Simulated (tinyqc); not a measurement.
Where the gap correction goes: band offset from the macroscopic average of a supercell potential.

dEv = Ev(A) - Ev(B) = Ev1 - (dV + Ev2); dEc = Ec(B) - Ec(A) = Eg2 - Eg1 - dEv. The correction of a gap, c = Eg[1] - Eg[0], lowers the valence top by fv c and leaves dV, a ground-state quantity, as it is. Type I: dEv and dEc of one sign; II: opposite signs; III: no overlap of the gaps.

Parameters, chosen for this exercise (gaps near those of Si and HfO2; not measured data): Ev1 = 7 eV (valence top of bulk A above its mean potential); Eg1 = (0.57, 1.19) eV (gap of A: semi-local value, corrected value); Ev2 = 9.45 eV (valence top of bulk B above its mean potential); Eg2 = (4.09, 5.79) eV (gap of B: semi-local value, corrected value).

dV = B - A = -5.2000 eV

fv1 and fv2 are varied.

Offsets (eV):
```
fv1,fv2,dEv,dEc
0.0,0.0,2.750,1.850
0.5,0.5,3.290,1.310
1.0,1.0,3.830,0.770
0.0,1.0,4.450,0.150
1.0,0.0,2.130,2.470
0.3,0.7,3.754,0.846
```

What can be read from this table?

dEv + dEc = 4.600 eV in every row, but dEv alone spans 2.32 eV, the sum of the two corrections. A scissor on the conduction bands alone (first row) keeps the semi-local dEv; with equal shares fv the shift is fv times the difference of the corrections, +1.08 eV, against their sum of 2.32 eV: with like shares the error cancels only in part.

Run: tinyqc, `OMP_NUM_THREADS=1 python tinyqc.py 1850727 1850728 out.jsonl`; Intel(R) Xeon(R) Processor @ 2.30GHz, one thread, shared host; about 0.01 s of CPU time with all checks.
